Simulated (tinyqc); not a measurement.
Strain-driven crossing of the Gamma and L valleys in a germanium-like crystal: one step. Electrons in the Gamma valley. Five cases, with inputs chosen for the exercise.

Task: Non-degenerate, parabolic: share = mG^(3/2)/(mG^(3/2) + (mL^(3/2)/4) sum_i exp(-(E_Li - E_Gamma)/kT)). Also the offset at which four equal L valleys hold half of the electrons, kT ln((mL/mG)^(3/2)), and the wavelength hc/E of the direct gap.

Constants: kB = 8.617333262e-05 eV/K; hc = 1239.841984 eV nm.

Give: (mL/mG)^(3/2); share in Gamma; offset for an even split; wavelength.

Case 1.

Values chosen (out of a larger set: near those of Ge, gaps at low temperature; not measured data): mG = 0.0408 m0 (mass at Gamma); mL = 0.551 m0 (density-of-states mass of the four L valleys together); T = 200 K (temperature).

Gamma edge = 0.725520 eV

L edges (eV): [111] 0.905035, [1-1-1] 0.543748, [-11-1] 0.543748, [-1-11] 0.905035

direct and indirect gap (eV): 0.573304  0.391532

Result:

(mL/mG)^(3/2) = 49.63
share in Gamma = 0.000106 %
offset for an even split = 67.3 meV
wavelength = 2163 nm

With the L valleys as they lie here, Gamma must be 55 meV below the lowest of them to hold half of the electrons at 200 K; it lies 182 meV above. A direct gap alone is not enough.

Case 2.

Values chosen (out of a larger set: near those of Ge, gaps at low temperature; not measured data): mG = 0.0411 m0 (mass at Gamma); mL = 0.577 m0 (density-of-states mass of the four L valleys together); T = 300 K (temperature).

Gamma edge = 0.665262 eV

L edges (eV): [111] 1.262737, [1-1-1] 0.520757, [-11-1] 0.520757, [-1-11] 0.520757

direct and indirect gap (eV): 0.470554  0.326050

Result:

(mL/mG)^(3/2) = 52.60
share in Gamma = 0.00947 %
offset for an even split = 102.4 meV
wavelength = 2635 nm

With the L valleys as they lie here, Gamma must be 95 meV below the lowest of them to hold half of the electrons at 300 K; it lies 145 meV above. A direct gap alone is not enough.

Case 3.

Values chosen (out of a larger set: near those of Ge, gaps at low temperature; not measured data): mG = 0.0418 m0 (mass at Gamma); mL = 0.547 m0 (density-of-states mass of the four L valleys together); T = 300 K (temperature).

Gamma edge = 0.802723 eV

L edges (eV): [111] 0.725174, [1-1-1] 0.725174, [-11-1] 0.725174, [-1-11] 0.725174

direct and indirect gap (eV): 0.713243  0.635694

Result:

(mL/mG)^(3/2) = 47.34
share in Gamma = 0.105 %
offset for an even split = 99.7 meV
wavelength = 1738 nm

With the L valleys as they lie here, Gamma must be 100 meV below the lowest of them to hold half of the electrons at 300 K; it lies 78 meV above. A direct gap alone is not enough.

Case 4.

Values chosen (out of a larger set: near those of Ge, gaps at low temperature; not measured data): mG = 0.0409 m0 (mass at Gamma); mL = 0.574 m0 (density-of-states mass of the four L valleys together); T = 300 K (temperature).

Gamma edge = 0.849404 eV

L edges (eV): [111] 0.680742, [1-1-1] 0.759950, [-11-1] 0.759950, [-1-11] 0.680742

direct and indirect gap (eV): 0.817267  0.648604

Result:

(mL/mG)^(3/2) = 52.58
share in Gamma = 0.00533 %
offset for an even split = 102.4 meV
wavelength = 1517 nm

With the L valleys as they lie here, Gamma must be 86 meV below the lowest of them to hold half of the electrons at 300 K; it lies 169 meV above. A direct gap alone is not enough.

Case 5.

Values chosen (out of a larger set: near those of Ge, gaps at low temperature; not measured data): mG = 0.0412 m0 (mass at Gamma); mL = 0.587 m0 (density-of-states mass of the four L valleys together); T = 300 K (temperature).

Gamma edge = 0.864853 eV

L edges (eV): [111] 0.705417, [1-1-1] 0.748723, [-11-1] 0.748723, [-1-11] 0.705417

direct and indirect gap (eV): 0.846530  0.687094

Result:

(mL/mG)^(3/2) = 53.78
share in Gamma = 0.00657 %
offset for an even split = 103.0 meV
wavelength = 1465 nm

With the L valleys as they lie here, Gamma must be 90 meV below the lowest of them to hold half of the electrons at 300 K; it lies 159 meV above. A direct gap alone is not enough.

Computed by tinyqc, one run a case: `OMP_NUM_THREADS=1 python tinyqc.py N N+1 out.jsonl` with N = 1080078, 1080317, 1080430, 1080462, 1080557; one thread of a shared Intel(R) Xeon(R) Processor @ 2.30GHz, about 0.01 s a run at most.
